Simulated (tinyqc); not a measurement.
Inside a calculation. Method: LCCD on RHF in the 3-21g basis, for H3+, spin multiplicity 1. Computed by tinyqc, a small Python program that keeps every step (integrals from PySCF). Settings: charge = 1, multiplicity = 1, basis = 3-21g, method = RHF, energy threshold = 1e-10, iteration cap = 55, orthogonalisation = symmetric, start = Wolfsberg-Helmholz matrix, DIIS depth = 6, amplitude equations = LCCD, DIIS depth for amplitudes = 4, cap on updates = 59. Command: `OMP_NUM_THREADS=1 python tinyqc.py 31824 31825 out.jsonl` (the two numbers bound the seeds that draw the settings). One thread of a shared host (Intel(R) Xeon(R) Processor @ 2.60GHz), about 0.06 s of CPU time with the checks. The early iterations of the SCF are left out here.

## One-electron integrals

Geometry (angstrom):
```
atom         x         y          z
H     0.000000  0.000000   0.000000
H     0.000000  0.000000   0.964000
H     0.000000  0.000000  -0.964000
```

Basis 3-21g: exponents (1/bohr^2) and contraction coefficients of normalised primitives:
```
element  l (shell)  exponent  coefficient
H            s (1)  5.447178     0.156285
H            s (1)  0.824547     0.904691
H            s (2)  0.183192     1.000000
```

Overlap, kinetic and nuclear-attraction integrals over the contracted functions; the nuclear repulsion is the sum of Za Zb / Rab.

nuclear repulsion = 1.37234754 hartree

overlap S, lower triangle:
```
          1H 1s     1H 2s     2H 1s     2H 2s     3H 1s     3H 2s
1H 1s  1.000000
1H 2s  0.645899  1.000000
2H 1s  0.222954  0.391026  1.000000
2H 2s  0.391026  0.737884  0.645899  1.000000
3H 1s  0.222954  0.391026  0.003449  0.086944  1.000000
3H 2s  0.391026  0.737884  0.086944  0.296451  0.645899  1.000000
```

kinetic energy T (hartree), lower triangle:
```
          1H 1s     1H 2s      2H 1s      2H 2s     3H 1s     3H 2s
1H 1s  1.549405
1H 2s  0.293152  0.274788
2H 1s  0.004213  0.117940   1.549405
2H 2s  0.117940  0.161673   0.293152   0.274788
3H 1s  0.004213  0.117940  -0.011394  -0.013252  1.549405
3H 2s  0.117940  0.161673  -0.013252   0.015430  0.293152  0.274788
```

nuclear attraction V (hartree), lower triangle:
```
           1H 1s      1H 2s      2H 1s      2H 2s      3H 1s      3H 2s
1H 1s  -2.817952
1H 2s  -1.485252  -1.650344
2H 1s  -0.540572  -0.825387  -2.543905
2H 2s  -0.890228  -1.179320  -1.311237  -1.440645
3H 1s  -0.540572  -0.825387  -0.008786  -0.186726  -2.543905
3H 2s  -0.890228  -1.179320  -0.186726  -0.489246  -1.311237  -1.440645
```

core Hamiltonian H = T + V (hartree), lower triangle:
```
           1H 1s      1H 2s      2H 1s      2H 2s      3H 1s      3H 2s
1H 1s  -1.268548
1H 2s  -1.192100  -1.375556
2H 1s  -0.536359  -0.707447  -0.994500
2H 2s  -0.772288  -1.017647  -1.018085  -1.165857
3H 1s  -0.536359  -0.707447  -0.020181  -0.199978  -0.994500
3H 2s  -0.772288  -1.017647  -0.199978  -0.473816  -1.018085  -1.165857
```

## Two-electron integrals

Functions are numbered as in S; the eight-fold symmetry (ij|kl) = (ji|kl) = (kl|ij) leaves the list below.

Two-electron integrals (ij|kl) in chemists' order, unique and non-zero (hartree):
```
(11|11) 1.140145   (21|11) 0.611403   (21|21) 0.345152   (22|11) 0.626370
(22|21) 0.380329   (22|22) 0.482957   (31|11) 0.192282   (31|21) 0.111369
(31|22) 0.127364   (31|31) 0.051316   (32|11) 0.238651   (32|21) 0.147037
(32|22) 0.190300   (32|31) 0.073593   (32|32) 0.125854   (33|11) 0.541333
(33|21) 0.342077   (33|22) 0.464932   (33|31) 0.192282   (33|32) 0.360977
(33|33) 1.140145   (41|11) 0.360977   (41|21) 0.204943   (41|22) 0.227996
(41|31) 0.073593   (41|32) 0.099675   (41|33) 0.238651   (41|41) 0.125854
(42|11) 0.425570   (42|21) 0.260820   (42|22) 0.339106   (42|31) 0.101780
(42|32) 0.164399   (42|33) 0.425570   (42|41) 0.164399   (42|42) 0.262957
(43|11) 0.342077   (43|21) 0.214721   (43|22) 0.291047   (43|31) 0.111369
(43|32) 0.204943   (43|33) 0.611403   (43|41) 0.147037   (43|42) 0.260820
(43|43) 0.345152   (44|11) 0.464932   (44|21) 0.291047   (44|22) 0.400631
(44|31) 0.127364   (44|32) 0.227996   (44|33) 0.626370   (44|41) 0.190300
(44|42) 0.339106   (44|43) 0.380329   (44|44) 0.482957   (51|11) 0.192282
(51|21) 0.111369   (51|22) 0.127364   (51|31) 0.027228   (51|32) 0.036060
(51|33) 0.081904   (51|41) 0.060017   (51|42) 0.076205   (51|43) 0.052803
(51|44) 0.079000   (51|51) 0.051316   (52|11) 0.238651   (52|21) 0.147037
(52|22) 0.190300   (52|31) 0.036060   (52|32) 0.050761   (52|33) 0.117615
(52|41) 0.078754   (52|42) 0.110473   (52|43) 0.075919   (52|44) 0.115912
(52|51) 0.073593   (52|52) 0.125854   (53|11) 0.003701   (53|21) 0.002030
(53|22) 0.002130   (53|31) 0.000645   (53|32) 0.000816   (53|33) 0.001865
(53|41) 0.001201   (53|42) 0.001451   (53|43) 0.001176   (53|44) 0.001594
(53|51) 0.000645   (53|52) 0.000816   (53|53) 0.000012   (54|11) 0.060956
(54|21) 0.036709   (54|22) 0.045257   (54|31) 0.009161   (54|32) 0.012603
(54|33) 0.028983   (54|41) 0.019858   (54|42) 0.026873   (54|43) 0.018685
(54|44) 0.028188   (54|51) 0.017226   (54|52) 0.027329   (54|53) 0.000207
(54|54) 0.006150   (55|11) 0.541333   (55|21) 0.342077   (55|22) 0.464932
(55|31) 0.081904   (55|32) 0.117615   (55|33) 0.274469   (55|41) 0.180430
(55|42) 0.261326   (55|43) 0.177273   (55|44) 0.273275   (55|51) 0.192282
(55|52) 0.360977   (55|53) 0.001865   (55|54) 0.074634   (55|55) 1.140145
(61|11) 0.360977   (61|21) 0.204943   (61|22) 0.227996   (61|31) 0.060017
(61|32) 0.078754   (61|33) 0.180430   (61|41) 0.117864   (61|42) 0.149213
(61|43) 0.114745   (61|44) 0.161880   (61|51) 0.073593   (61|52) 0.099675
(61|53) 0.001201   (61|54) 0.024423   (61|55) 0.238651   (61|61) 0.125854
(62|11) 0.425570   (62|21) 0.260820   (62|22) 0.339106   (62|31) 0.076205
(62|32) 0.110473   (62|33) 0.261326   (62|41) 0.149213   (62|42) 0.218133
(62|43) 0.166733   (62|44) 0.243538   (62|51) 0.101780   (62|52) 0.164399
(62|53) 0.001451   (62|54) 0.037400   (62|55) 0.425570   (62|61) 0.164399
(62|62) 0.262957   (63|11) 0.060956   (63|21) 0.036709   (63|22) 0.045257
(63|31) 0.017226   (63|32) 0.027329   (63|33) 0.074634   (63|41) 0.024423
(63|42) 0.037400   (63|43) 0.043056   (63|44) 0.049233   (63|51) 0.009161
(63|52) 0.012603   (63|53) 0.000207   (63|54) 0.003155   (63|55) 0.028983
(63|61) 0.019858   (63|62) 0.026873   (63|63) 0.006150   (64|11) 0.185688
(64|21) 0.112749   (64|22) 0.143173   (64|31) 0.037757   (64|32) 0.056415
(64|33) 0.137829   (64|41) 0.067590   (64|42) 0.100528   (64|43) 0.086281
(64|44) 0.118767   (64|51) 0.037757   (64|52) 0.056415   (64|53) 0.000632
(64|54) 0.013416   (64|55) 0.137829   (64|61) 0.067590   (64|62) 0.100528
(64|63) 0.013416   (64|64) 0.042444   (65|11) 0.342077   (65|21) 0.214721
(65|22) 0.291047   (65|31) 0.052803   (65|32) 0.075919   (65|33) 0.177273
(65|41) 0.114745   (65|42) 0.166733   (65|43) 0.114478   (65|44) 0.175984
(65|51) 0.111369   (65|52) 0.204943   (65|53) 0.001176   (65|54) 0.043056
(65|55) 0.611403   (65|61) 0.147037   (65|62) 0.260820   (65|63) 0.018685
(65|64) 0.086281   (65|65) 0.345152   (66|11) 0.464932   (66|21) 0.291047
(66|22) 0.400631   (66|31) 0.079000   (66|32) 0.115912   (66|33) 0.273275
(66|41) 0.161880   (66|42) 0.243538   (66|43) 0.175984   (66|44) 0.266941
(66|51) 0.127364   (66|52) 0.227996   (66|53) 0.001594   (66|54) 0.049233
(66|55) 0.626370   (66|61) 0.190300   (66|62) 0.339106   (66|63) 0.028188
(66|64) 0.118767   (66|65) 0.380329   (66|66) 0.482957
```

## Orthogonalisation

S = U s U^T; symmetric (Loewdin) form X = U s^(-1/2) U^T, so that X^T S X = 1.

eigenvalues of S: 0.063080  0.272215  0.438374  0.718997  1.427885  3.079450

X, lower triangle:
```
           1H 1s      1H 2s      2H 1s     2H 2s      3H 1s     3H 2s
1H 1s   1.263342
1H 2s  -0.597068   2.657073
2H 1s  -0.034702  -0.006930   1.243153
2H 2s   0.081133  -1.028735  -0.473243  1.793958
3H 1s  -0.034702  -0.006930   0.003277  0.049014   1.243153
3H 2s   0.081133  -1.028735   0.049014  0.280318  -0.473243  1.793958
```

## Iteration 6 (converged): orbitals

converged F (hartree), lower triangle:
```
           1H 1s      1H 2s      2H 1s      2H 2s      3H 1s      3H 2s
1H 1s  -0.327666
1H 2s  -0.794854  -0.810136
2H 1s  -0.475887  -0.529537  -0.151180
2H 2s  -0.579662  -0.627937  -0.592853  -0.580201
3H 1s  -0.475887  -0.529537  -0.101281  -0.242430  -0.151180
3H 2s  -0.579662  -0.627937  -0.242430  -0.384906  -0.592853  -0.580201
```

Diagonalise F' = X^T F X, C = X C', fill 1 alpha and 1 beta electrons from the bottom; D = 2 C_occ C_occ^T. Each column has its largest component positive (the first on a tie).

F' = X^T F X (hartree), lower triangle:
```
           1          2          3          4          5         6
1   0.307021
2  -0.714207   0.091647
3  -0.252221  -0.161521   0.349381
4  -0.095264  -0.229053  -0.560651   0.011048
5  -0.252221  -0.161521   0.025537   0.005881   0.349381
6  -0.095264  -0.229053   0.005881  -0.081925  -0.560651  0.011048
```

orbital energies (hartree): MO1 -0.996292, MO2 -0.369764, MO3 0.005236, MO4 0.670947, MO5 0.786582, MO6 1.022818

coefficients C:
```
            MO1        MO2        MO3        MO4        MO5        MO6
1H 1s  0.308970   0.000000   0.238984  -0.583031   0.000000  -1.214740
1H 2s  0.436958   0.000000   1.984821   0.793577   0.000000   2.184720
2H 1s  0.200992   0.268598  -0.072013  -0.758242  -0.912621   0.497509
2H 2s  0.101122   0.595325  -1.371138   0.330196   0.963077  -1.143197
3H 1s  0.200992  -0.268598  -0.072013  -0.758242   0.912621   0.497509
3H 2s  0.101122  -0.595325  -1.371138   0.330196  -0.963077  -1.143197
```

D after iteration 6, lower triangle:
```
          1H 1s     1H 2s     2H 1s     2H 2s     3H 1s     3H 2s
1H 1s  0.190925
1H 2s  0.270014  0.381864
2H 1s  0.124201  0.175650  0.080796
2H 2s  0.062488  0.088372  0.040650  0.020451
3H 1s  0.124201  0.175650  0.080796  0.040650  0.080796
3H 2s  0.062488  0.088372  0.040650  0.020451  0.040650  0.020451
```

## Convergence

Stop when the energy changes by less than 1e-10 hartree and every element of the error matrix X^T (F D S - S D F) X is below 3e-06.

Course of the cycle:
```
iteration  E (hartree)     change  largest element of the error matrix
1          -1.12623216          -                             1.78e-01
2          -1.19976609  -7.35e-02                             3.45e-02
3          -1.20224522  -2.48e-03                             1.05e-03
4          -1.20224707  -1.85e-06                             1.06e-04
5          -1.20224710  -2.94e-08                             4.02e-06
6          -1.20224710  -3.65e-11                             8.05e-09
```

PySCF RHF in the same basis = -1.20224710 hartree

Converged in 6 iterations.

## Integrals over molecular orbitals

(pq|rs) = sum C_ip C_jq C_kr C_ls (ij|kl), one index at a time.

one-electron integrals over orbitals h = C^T H C (hartree), lower triangle:
```
           1          2          3          4          5          6
1  -1.578303
2   0.000000  -1.154392
3  -0.088703   0.000000  -0.747636
4   0.084445   0.000000  -0.053714  -0.216432
5   0.000000   0.149819   0.000000   0.000000  -0.030519
6   0.074879   0.000000   0.217351  -0.047526   0.000000  -0.029489
```

Two-electron integrals over orbitals (pq|rs), unique and non-zero (hartree):
```
(11|11) 0.582011    (21|21) 0.122750    (22|11) 0.453689    (22|22) 0.453393
(31|11) 0.088703    (31|22) -0.003912   (31|31) 0.067243    (32|21) -0.089001
(32|32) 0.097305    (33|11) 0.410058    (33|22) 0.381776    (33|31) 0.019116
(33|33) 0.365862    (41|11) -0.084445   (41|22) -0.075860   (41|31) -0.004274
(41|33) -0.046879   (41|41) 0.058553    (42|21) -0.064692   (42|32) 0.039895
(42|42) 0.062238    (43|11) 0.024720    (43|22) 0.036263    (43|31) -0.008931
(43|33) 0.012079    (43|41) -0.008704   (43|43) 0.019749    (44|11) 0.472966
(44|22) 0.427472    (44|31) 0.029595    (44|33) 0.364203    (44|41) -0.069095
(44|43) 0.038351    (44|44) 0.443284    (51|21) -0.061533   (51|32) 0.033716
(51|42) 0.055562    (51|51) 0.051169    (52|11) -0.105676   (52|22) -0.103294
(52|31) 0.000867    (52|33) -0.048995   (52|41) 0.059924    (52|43) -0.028821
(52|44) -0.104862   (52|52) 0.085040    (53|21) 0.001044    (53|32) 0.016757
(53|42) -0.023460   (53|51) -0.020003   (53|53) 0.030175    (54|21) 0.132580
(54|32) -0.100983   (54|42) -0.082383   (54|51) -0.076453   (54|53) 0.007173
(54|54) 0.163633    (55|11) 0.434135    (55|22) 0.440860    (55|31) -0.008666
(55|33) 0.363124    (55|41) -0.085314   (55|43) 0.039662    (55|44) 0.430804
(55|52) -0.117716   (55|55) 0.454940    (61|11) -0.074879   (61|22) 0.015702
(61|31) -0.066673   (61|33) -0.031042   (61|41) 0.012551    (61|43) 0.027049
(61|44) -0.003265   (61|52) -0.018293   (61|55) 0.026916    (61|61) 0.100700
(62|21) 0.056639    (62|32) -0.033090   (62|42) -0.045458   (62|51) -0.041615
(62|53) 0.020185    (62|54) 0.069876    (62|62) 0.042203    (63|11) -0.142012
(63|22) -0.068254   (63|31) -0.052107   (63|33) -0.057509   (63|41) 0.045847
(63|43) -0.004018   (63|44) -0.087173   (63|52) 0.046988    (63|55) -0.065110
(63|61) 0.058231    (63|63) 0.081842    (64|11) 0.030039    (64|22) -0.043081
(64|31) 0.054108    (64|33) -0.002599   (64|41) 0.022778    (64|43) -0.019648
(64|44) -0.016408   (64|52) 0.038878    (64|55) -0.060246   (64|61) -0.065161
(64|63) -0.026874   (64|64) 0.070272    (65|21) -0.089003   (65|32) 0.076684
(65|42) 0.059735    (65|51) 0.053832    (65|53) -0.002030   (65|54) -0.112859
(65|62) -0.046338   (65|65) 0.084364    (66|11) 0.576503    (66|22) 0.430931
(66|31) 0.102963    (66|33) 0.413948    (66|41) -0.099581   (66|43) 0.007802
(66|44) 0.460611    (66|52) -0.097771   (66|55) 0.419695    (66|61) -0.122447
(66|63) -0.165327   (66|64) 0.053153    (66|66) 0.631241
```

## LCCD: starting amplitudes

t_ij^ab = <ij||ab> / (e_i + e_j - e_a - e_b), whose energy is MP2.

Starting amplitudes (spin orbitals 1a, 1b, ...; amplitudes related by a flip of all spins are not repeated):
```
from      to          t
1a 1b  2a 2b  -0.097961
1a 1b  3a 3b  -0.033570
1a 1b  2a 5b   0.025539
1a 1b  6a 6b  -0.024937
1a 1b  3a 6b   0.022073
1a 1b  4a 4b  -0.017560
1a 1b  5a 5b  -0.014350
1a 1b  4a 6b  -0.003405
1a 1b  3a 4b   0.001602
```

correlation energy = -0.02474102 hartree

## LCCD: amplitude update 1

t_ij^ab D_ij^ab are set to the remaining terms of the spin-orbital equations, evaluated with the old amplitudes; for the doubles these are <ij||ab> + 1/2 <ab||ef> t_ij^ef + 1/2 <mn||ij> t_mn^ab + P(ij)P(ab) <mb||ej> t_im^ae, D the orbital-energy denominators (linear CCD).

Amplitudes after update 1 (spin orbitals 1a, 1b, ...; amplitudes related by a flip of all spins are not repeated):
```
from      to          t
1a 1b  2a 2b  -0.135483
1a 1b  3a 3b  -0.040650
1a 1b  2a 5b   0.031388
1a 1b  6a 6b  -0.028083
1a 1b  3a 6b   0.027524
1a 1b  4a 4b  -0.016843
1a 1b  5a 5b  -0.013394
1a 1b  4a 6b  -0.006629
1a 1b  3a 4b   0.004413
```

correlation energy = -0.03160069 hartree

## LCCD: amplitude update 2

As before.

Amplitudes after update 2 (spin orbitals 1a, 1b, ...; amplitudes related by a flip of all spins are not repeated):
```
from      to          t
1a 1b  2a 2b  -0.151473
1a 1b  3a 3b  -0.041556
1a 1b  2a 5b   0.033411
1a 1b  3a 6b   0.028645
1a 1b  6a 6b  -0.028234
1a 1b  4a 4b  -0.015665
1a 1b  5a 5b  -0.012552
1a 1b  4a 6b  -0.007958
1a 1b  3a 4b   0.006060
```

correlation energy = -0.03397347 hartree

## LCCD: amplitude update 3

t_ij^ab D_ij^ab are set to the remaining terms of the spin-orbital equations, evaluated with the old amplitudes; for the doubles these are <ij||ab> + 1/2 <ab||ef> t_ij^ef + 1/2 <mn||ij> t_mn^ab + P(ij)P(ab) <mb||ej> t_im^ae, D the orbital-energy denominators (linear CCD). DIIS then mixes the stored amplitudes.

DIIS coefficients: -0.769202  1.769202

Amplitudes after update 3 (spin orbitals 1a, 1b, ...; amplitudes related by a flip of all spins are not repeated):
```
from      to          t
1a 1b  2a 2b  -0.164114
1a 1b  3a 3b  -0.040925
1a 1b  2a 5b   0.034946
1a 1b  3a 6b   0.028798
1a 1b  6a 6b  -0.027956
1a 1b  4a 4b  -0.014590
1a 1b  5a 5b  -0.011927
1a 1b  4a 6b  -0.008928
1a 1b  3a 4b   0.007505
```

correlation energy = -0.03560562 hartree

## LCCD: convergence

E_corr = 1/4 sum <ij||ab> t_ij^ab; stop when the norm of the change is below 1e-8.

Course of the amplitude iterations:
```
update  correlation energy (hartree)  norm of the change
0                        -0.02474102                   -
1                        -0.03160069            8.08e-02
2                        -0.03397347            3.34e-02
3                        -0.03560562            1.49e-02
4                        -0.03558833            1.38e-03
5                        -0.03558902            6.92e-05
6                        -0.03558910            4.75e-06
7                        -0.03558910            7.41e-07
8                        -0.03558910            1.10e-07
9                        -0.03558909            3.04e-08
10                       -0.03558909            1.12e-08
11                       -0.03558909            1.33e-09
```

Converged amplitudes (spin orbitals 1a, 1b, ...; amplitudes related by a flip of all spins are not repeated):
```
from      to          t
1a 1b  2a 2b  -0.164841
1a 1b  3a 3b  -0.040112
1a 1b  2a 5b   0.035043
1a 1b  3a 6b   0.028402
1a 1b  6a 6b  -0.027846
1a 1b  4a 4b  -0.014550
1a 1b  5a 5b  -0.011952
1a 1b  4a 6b  -0.008968
1a 1b  3a 4b   0.007613
```

LCCD total energy = -1.23783619 hartree

Converged in 11 updates, with DIIS from the third.
